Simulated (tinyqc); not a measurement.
Gain against bias and Miller's formula: avalanche multiplication and breakdown of a junction from ionisation integrals. Computed by tinyqc, a small Python program. Command: `OMP_NUM_THREADS=1 python tinyqc.py 3007114 3007115 out.jsonl impact walk`. One thread of a shared host (Intel(R) Xeon(R) Processor @ 2.30GHz), about 0.01 s of CPU time with the checks.

Ionisation coefficients follow the local field. Position x runs through the depletion layer from the p side (x = 0), where electrons enter, to the n side (x = w), where holes enter. The built-in voltage is neglected.

Inputs (values chosen for the exercise, modelled on GaAs):

| quantity | value | unit |
|---|---|---|
| electron prefactor a_n | 191000 | 1/cm |
| electron field b_n | 582000 | V/cm |
| hole prefactor a_p | 240000 | 1/cm |
| hole field b_p | 640000 | V/cm |
| exponent c | 1.8 | - |
| permittivity eps | 12.9 | - |
| doping gradient a | 6.4e+19 | 1/cm^4 |

Junction: linearly graded.

Constants: e = 1.602176634e-19 C; eps_0 = 8.8541878128e-12 F/m.

Method:
- alpha_n = a_n exp(-(b_n/F)^c), alpha_p = a_p exp(-(b_p/F)^c).
- Field F = F_m [1 - (2x/w - 1)^2], w = sqrt(8 eps eps_0 F_m/(e a)), V = (2/3) F_m w.
- With Phi(x) = int_0^x (alpha_n - alpha_p) dx': 1 - 1/M_n = I_n = int_0^w alpha_n exp(-Phi) dx and M_p = M_n exp(-Phi(w)); trapezoid rule on 401 even points; breakdown at I_n = 1.
- Solve I_n(F_m) = 1.
- Miller's exponent n is defined by 1 - 1/M = (V/V_B)^n for the larger M.

breakdown voltage = 104.813 V

critical field F_m = 0.302708 MV/cm

Gain:

| V/V_B | V (V) | F_m (MV/cm) | M_n | M_p | Miller exponent n |
|---|---|---|---|---|---|
| 0.50 | 52.41 | 0.19069 | 1.010 | 1.003 | 6.6013 |
| 0.60 | 62.89 | 0.21534 | 1.054 | 1.021 | 5.8096 |
| 0.70 | 73.37 | 0.23865 | 1.186 | 1.086 | 5.1983 |
| 0.80 | 83.85 | 0.26087 | 1.538 | 1.285 | 4.7095 |
| 0.90 | 94.33 | 0.28218 | 2.738 | 2.025 | 4.3135 |
| 0.95 | 99.57 | 0.29253 | 5.222 | 3.601 | 4.1444 |
| 0.98 | 102.72 | 0.29866 | 12.725 | 8.399 | 4.0512 |
| 0.99 | 103.76 | 0.30069 | 25.246 | 16.417 | 4.0214 |

The larger gain passes 2 between 0.800 and 0.900 of V_B and reaches 25.2 at 0.99. Miller's exponent runs from 4.0 to 6.6, so it is not a constant: a fit holds over a narrow range only. From the first row to the last the voltage grows by a factor 1.98 and the peak field by 1.58.

Extremes, crossings and ranges named in words are read from the listed rows.
